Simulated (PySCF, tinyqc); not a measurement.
Starting guesses with plain Roothaan steps: SCF starting guesses in the sto-3g basis, for H2, spin multiplicity 1. Computed by the program tinyqc with PySCF. 

Geometry (angstrom):
```
atom       x       y       z
H     0.0000  0.0000  0.0000
H     0.0000  0.0000  1.4330
```

lowest restricted solution found by these runs and by PySCF = -0.931242 hartree

RHF with one setting changed at a time; a run stops when the energy changes by less than 1e-09 hartree and the error matrix is below 1e-5. Starts: the lowest orbitals of the core Hamiltonian, of the Wolfsberg-Helmholz matrix (K = 1.75), projected atomic densities, random orbitals, and the highest orbitals of the core Hamiltonian (a deliberately bad start).

Largest element of the error matrix X^T (FDS - SDF) X:
```
iteration     core  Wolfsberg-Helmholz  atomic densities   random  highest core orbitals
1          4.0e-16             2.8e-16           5.5e-17  4.8e-02                2.6e-16
2          1.1e-16             3.0e-16           3.0e-16  1.3e-01                8.0e-16
3                -                   -           2.8e-16  3.3e-01                      -
4                -                   -                 -  6.9e-02                      -
5                -                   -                 -  1.2e-02                      -
6                -                   -                 -  2.2e-03                      -
8                -                   -                 -  6.7e-05                      -
10               -                   -                 -  2.1e-06                      -
```

How each run ends:
```
run                    iterations  E (hartree)         state
core                            2    -0.931242  lowest found
Wolfsberg-Helmholz              2    -0.931242  lowest found
atomic densities                3    -0.931242  lowest found
random                         10    -0.931242  lowest found
highest core orbitals           2    -0.361262        higher
```

4 of 5 runs reach the lowest restricted solution found, in 2 to 10 iterations (fastest: core, Wolfsberg-Helmholz). Ending on a higher stationary point: highest core orbitals; a small error matrix cannot reveal that, and an occupation fixed by the start is kept by symmetry or by the shape of the basin. The first errors are 4e-16, 3e-16, 6e-17, 5e-02, 3e-16. The restricted reference is unstable here: a spin-polarised solution lies 0.0332 hartree lower (PySCF), so results built on it describe a poor reference.
